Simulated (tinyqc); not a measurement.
Adsorption as a lattice gas: isotherms with interactions, competition, desorption peaks and saturation dose: one step, computed by the program tinyqc.

One adsorbate per site; a molecule needs 1 empty site. Gas and surface have the same temperature.

Question. Desorption peak without interaction. The peak obeys E/(k_B T_p^2) = (nu/beta) exp(-E/(k_B T_p)) exactly. Redhead's shortcut, with the constant 3.46 (3.64 is also in use), reads E back as k_B T_p [ln(nu' T_p/beta) - 3.46], nu' = nu.

Inputs (values chosen for the exercise, for a model surface): desorption energy E = 1.04 eV; prefactor nu = 7.6e+12 1/s; heating rate beta = 17 K/s.

Adsorption: molecular (first order).

Constants: k_B = 8.617333262e-05 eV/K.

Give: peak temperature T_p; E by Redhead's shortcut.

Answer.

peak temperature T_p = 409.7 K

E by Redhead's shortcut = 1.037 eV

The shortcut misses by -0.26 %, since 3.46 stands for ln(E/(k_B T_p)) = 3.38. A prefactor wrong by a factor 100 would shift E by 0.163 eV.
